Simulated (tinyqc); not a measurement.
# Quantum point contact as a saddle point: what changes with what

Potential V0 - m wx^2 x^2/2 + m wy^2 y^2/2; energies are counted from V0. Mode n = 0, 1, ... transmits T_n(E) = 1/(1 + exp(-2 pi (E - E_n)/wx)), E_n = wy (n + 1/2); each mode carries 2 q^2/h.

Inputs (values chosen for the exercise):
```
symbol,value,unit,meaning
T,0.3,K,temperature
wy,5.9,meV,transverse quantum hbar wy
wx,5.2,meV,curvature of the barrier hbar wx
mu,13.45,meV,Fermi level above the saddle point
```

Constants: q = 1.602176634e-19 C, kB = 1.380649e-23 J/K, Vt = kB T/q. Results are converted to the units shown.

Each table varies one quantity; the others keep the values above.

## Plateau quality against the barrier curvature

g(T) = int g(E) (-df/dE) dE = int g(mu + x kB T) dx/(4 cosh^2(x/2)), g(E) the zero-temperature value at E, g = G/(2 q^2/h).

Results:

| wx (meV) | slope wy dg/dmu at mu = wy | slope at mu = 1.5 wy | g at mu = wy |
|---|---|---|---|
| 0.89 | 7.943e-8 | 10.15 | 1.000 |
| 2.11 | 0.005430 | 4.371 | 1.000 |
| 3.33 | 0.08484 | 2.778 | 1.000 |
| 4.55 | 0.2686 | 2.039 | 1.000 |
| 5.77 | 0.4790 | 1.626 | 1.000 |
| 8.22 | 0.7804 | 1.225 | 1.001 |
| 9.44 | 0.8589 | 1.132 | 1.003 |

Estimate the missing row, wx = 7 meV.

Computed row:

| wx (meV) | slope wy dg/dmu at mu = wy | slope at mu = 1.5 wy | g at mu = wy |
|---|---|---|---|
| 7 | 0.6562 | 1.376 | 1.000 |

With this row back in the table: The slope on the first plateau rises from 7.94e-8 to 0.859 and the slope on the second riser falls from 10.1 to 1.13; a slope of 1 everywhere means no steps at all. The plateau slope passes 0.5 at wx = 7 meV among the rows.

## Differential conductance at finite bias

Same model as above.

With the bias V split evenly and the saddle held fixed, dI/dV = [g(mu + V/2) + g(mu - V/2)]/2, each thermally averaged.

Differential conductance at finite bias:

| V (mV) | g(mu + V/2) | g(mu - V/2) | dI/dV |
|---|---|---|---|
| 0 | 2.169 | 2.169 | 2.169 |
| 1.18 | 2.296 | 2.085 | 2.191 |
| 2.36 | 2.464 | 2.032 | 2.248 |
| 3.54 | 2.639 | 1.992 | 2.316 |
| 4.72 | 2.785 | 1.949 | 2.367 |
| 5.9 | 2.886 | 1.886 | 2.386 |
| 7.08 | 2.949 | 1.785 | 2.367 |
| 8.26 | 2.992 | 1.639 | 2.316 |
| 9.44 | 3.032 | 1.464 | 2.248 |
| 10.62 | 3.085 | 1.296 | 2.191 |
| 11.8 | 3.169 | 1.169 | 2.169 |
| 12.98 | 3.296 | 1.085 | 2.191 |

dI/dV moves up and down between 2.17 and 2.39 in units of 2 q^2/h. Right-movers gain modes (2.17 to 3.30) while left-movers lose them (2.17 to 1.08).

Numbers from tinyqc (`OMP_NUM_THREADS=1 python tinyqc.py 2740009 2740010 out.jsonl`; about 0.03 s on one thread of a shared Intel Xeon 2.30GHz).
